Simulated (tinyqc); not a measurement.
Worked calculation: UHF in the sto-3g basis, for BeH, spin multiplicity 2. One step of it, computed by the program tinyqc.

Question. Iteration 4: DIIS coefficients. Solve [B -1; -1 0][c; lambda] = [0; -1] for the coefficients, which sum to one.

B (overlaps of the stored error matrices):
```
               1              2              3
1  3.4961297e-02  2.0269595e-02  5.5342350e-03
2  2.0269595e-02  1.2787774e-02  4.2742016e-03
3  5.5342350e-03  4.2742016e-03  2.0911376e-03
```

Give: DIIS coefficients.

Answer.

DIIS coefficients: 0.8087  -1.9485  2.1397
